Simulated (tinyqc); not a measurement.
Resistive crossbar, vector-matrix product with wire resistance: one step of the calculation.

2 rows and 2 columns. Cell (i, j) joins row node wij to column node bij. Each row is driven at its left end through one wire segment rw; neighbouring nodes along a row or a column are joined by rw; each column ends below the last row in one more rw and a virtual ground, where its current is read. Ideal output: I_j = sum_i V_i G_ij.

Question. The nodal equations. Kirchhoff current law at every node, A x = b: A holds the sum of the conductances at a node on the diagonal and minus the conductance between two nodes off it (wire conductance 1/rw); b = V_i/rw at the first node of row i.

Inputs (values chosen for the exercise): wire resistance between neighbouring cells rw = 200 ohm; input voltages of the rows V = [0.34, 0.15] V.

cell conductances G (uS):
```
	column 1	column 2
row 1	38	24
row 2	22	8.4
```

Give: A; b.

Answer.

A (uS):
```
	w11	w12	w21	w22	b11	b12	b21	b22
w11	10038	-5000.0	0	0	-38.000	0	0	0
w12	-5000.0	5024.0	0	0	0	-24.000	0	0
w21	0	0	10022	-5000.0	0	0	-22.000	0
w22	0	0	-5000.0	5008.4	0	0	0	-8.4000
b11	-38.000	0	0	0	5038.0	0	-5000.0	0
b12	0	-24.000	0	0	0	5024.0	0	-5000.0
b21	0	0	-22.000	0	-5000.0	0	10022	0
b22	0	0	0	-8.4000	0	-5000.0	0	10008
```

b (uA): w11 1700.0, w12 0, w21 750.00, w22 0, b11 0, b12 0, b21 0, b22 0

tinyqc, about 0.01 s, one thread, Intel Xeon 2.30GHz (shared host): `OMP_NUM_THREADS=1 python tinyqc.py 2880020 2880021 out.jsonl`
